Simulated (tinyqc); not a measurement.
# Threshold of a short bulk MOSFET: charge sharing, barrier lowering, narrow width: two studies

n-channel device on a p-type body, depletion approximation, full ionisation. Uniform doping N = Na. Vbi from Boltzmann statistics is rough for the degenerate source. Cox = eps0 eox/tox.

Parameters, values chosen for the exercise; band and dielectric values close to those of silicon: temperature T = 300 K; band gap Eg = 1.13 eV; relative permittivity eps_r = 11.7; conduction-band density of states at T Nc = 2.78e19 cm^-3; valence-band density of states at T Nv = 2.65e19 cm^-3; relative permittivity of the gate insulator (close to silicon dioxide) eox = 3.9; insulator thickness tox = 1.2 nm; channel doping Na = 3.5e17 cm^-3; source and drain doping Nsd = 1e20 cm^-3; flat-band voltage for the doping Na Vfb = -0.71 V; junction depth xj = 120 nm; body-source voltage Vbs = 0 V; drain-source voltage Vds = 0.05 V; gate width W = 960 nm; shape factor of the fringing depletion at the width edges xw = 0.7854; channel length L = 140 nm.

Constants: q = 1.602176634e-19 C, kB = 1.380649e-23 J/K, Vt = kB T/q, eps0 = 8.8541878128e-14 F/cm where lengths are in cm. Results are converted to the units shown.

Each table varies one quantity; the others keep the values above.

## Threshold roll-off against channel length

ni = sqrt(Nc Nv) exp(-Eg/(2 Vt)), Eg in volts; 2 pB = 2 Vt ln(N/ni); flat band Vfb - Vt ln(N/Na); Wd = sqrt(2 eps0 eps_r (2 pB - Vbs)/(q N)); body term q N Wd/Cox; long-channel VT0 = flat band + 2 pB + body term; Vbi = Vt ln(N Nsd/ni^2); scale length l = sqrt((eps_r/eox) tox Wd). Charge sharing (trapezoid; it ignores Vds): F = (xj/L)(sqrt(1 + 2 Wd/xj) - 1), lowering = body term times F. Barrier lowering: th = exp(-L/(2 l)) + 2 exp(-L/l), lowering = th [2 (Vbi - 2 pB) + Vds], DIBL = th. Narrow width: rise = body term times xw Wd/W. VT by each model = VT0 - lowering + rise. DIBL under 0.001 mV/V is printed as 0.

The same in every row: N (cm^-3) = 3.500e17; VT0 (V) = 0.3077.

Result of one run:
```
L (nm)    L/l       F  DIBL (mV/V)  VT, charge sharing (V)  VT, barrier lowering (V)
66      4.574  0.7297        122.2                  0.2308                    0.2712
```

What becomes of these results when the channel length L is changed from 66 to 290 nm, all else the same?

Result of the changed run:
```
L (nm)    L/l       F  DIBL (mV/V)  VT, charge sharing (V)  VT, barrier lowering (V)
290     20.10  0.1661      0.04320                  0.2943                    0.3130
```

The whole series:
```
L (nm)    L/l        F  DIBL (mV/V)  VT, charge sharing (V)  VT, barrier lowering (V)
66      4.574   0.7297        122.2                  0.2308                    0.2712
96      6.654   0.5017        38.49                  0.2565                    0.2999
140     9.703   0.3440        7.938                  0.2743                    0.3103
200     13.86   0.2408       0.9791                  0.2859                    0.3127
290     20.10   0.1661      0.04320                  0.2943                    0.3130
420     29.11   0.1147            0                  0.3001                    0.3131
600     41.58  0.08027            0                  0.3040                    0.3131
870     60.30  0.05536            0                  0.3068                    0.3131
```

VT by barrier lowering rises from 0.271 to 0.313 V and VT by charge sharing rises from 0.231 to 0.307 V. DIBL is under 100 mV/V from L = 96 nm on among the rows (th = 0.1 at L/l = 4.92). For L = 66, 96 F exceeds 0.5: the shares of source and drain overlap, and the trapezoid formula no longer holds.

## Effect of the gate width

Same model as above.

The same in every row: N (cm^-3) = 3.500e17; VT0 (V) = 0.3077; L/l = 9.703; F = 0.3440; DIBL (mV/V) = 7.938.

Result of one run:
```
W (nm)  VT, charge sharing (V)  VT, barrier lowering (V)
1600                    0.2722                    0.3082
```

What becomes of these results when the gate width W is changed from 1600 to 250 nm, all else the same?

Result of the changed run:
```
W (nm)  VT, charge sharing (V)  VT, barrier lowering (V)
250                     0.2894                    0.3255
```

The whole series:
```
W (nm)  VT, charge sharing (V)  VT, barrier lowering (V)
250                     0.2894                    0.3255
470                     0.2799                    0.3159
870                     0.2748                    0.3109
1600                    0.2722                    0.3082
3000                    0.2707                    0.3067
```

As W goes from 250 to 3000, VT0 stays at 0.308 V, DIBL stays at 7.94 mV/V, F stays at 0.344 and VT by barrier lowering falls from 0.325 to 0.307 V. The width enters only through the rise xw Wd/W.

Numbers from tinyqc (`OMP_NUM_THREADS=1 python tinyqc.py 2002111 2002112 out.jsonl`; about 0.01 s on one thread of a shared Intel Xeon 2.30GHz).
